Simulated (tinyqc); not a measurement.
Reverse leakage of an n+-p junction: diffusion, generation, trap-assisted and band-to-band tunnelling: one step of the calculation.

One-sided abrupt junction in the depletion approximation, x from the junction (0) to W on the p side, field F = F0 (1 - x/W). Flat quasi-Fermi levels, long p side. Traps generate through SRH with both lifetimes shortened by 1 + Gamma (Hurkx enhancement, form for moderate fields); band-to-band generation is local and needs a total bending above Eg.

Problem. Field, scales and diffusion current. ni = sqrt(Nc Nv) exp(-Eg/(2 Vt)), Eg in volts; Vbi = Vt ln(Na Nd/ni^2); W = sqrt(2 eps0 eps_r (Vbi + VR)/(q Na)); F0 = 2 (Vbi + VR)/W; FG = sqrt(24 mt m0 (kB T)^3)/(q hbar); J_diff = q ni^2 sqrt(Dn/tau)(1 - exp(-VR/Vt))/Na.

Parameters, values chosen for the exercise; band and dielectric values close to those of silicon:
```
symbol,value,unit,meaning
T,350,K,temperature
Eg,1.11,eV,band gap
eps_r,11.8,,relative permittivity
Nc,3.58e19,cm^-3,conduction-band density of states at T
Nv,3.33e19,cm^-3,valence-band density of states at T
Na,1.7e16,cm^-3,acceptor density of the lighter side
Nd,5e19,cm^-3,donor density of the heavier side
tau,3e-7,s,SRH lifetime of both carriers at zero field
mt,0.24,m0,tunnelling mass
Dn,6.4,cm^2/s,electron diffusion coefficient on the lighter side
VR,1.4,V,reverse bias
```

Constants: q = 1.602176634e-19 C, kB = 1.380649e-23 J/K, hbar = 1.054571817e-34 J s, m0 = 9.1093837015e-31 kg, Vt = kB T/q, eps0 = 8.8541878128e-14 F/cm where lengths are in cm. Results are converted to the units shown.

Find: ni; Vbi; W; F0; FG; J_diff.

Solution.

ni = 3.520e11 cm^-3
Vbi = 0.8915 V
W = 419.3 nm
F0 = 109.3 kV/cm
FG = 455.4 kV/cm
J_diff = 5.393e-9 A/cm^2

Range of the model: The n+ side is degenerate, so Vbi from Boltzmann statistics is only a guide.

tinyqc, about 0.01 s, one thread, Intel Xeon 2.30GHz (shared host): `OMP_NUM_THREADS=1 python tinyqc.py 2290127 2290128 out.jsonl`
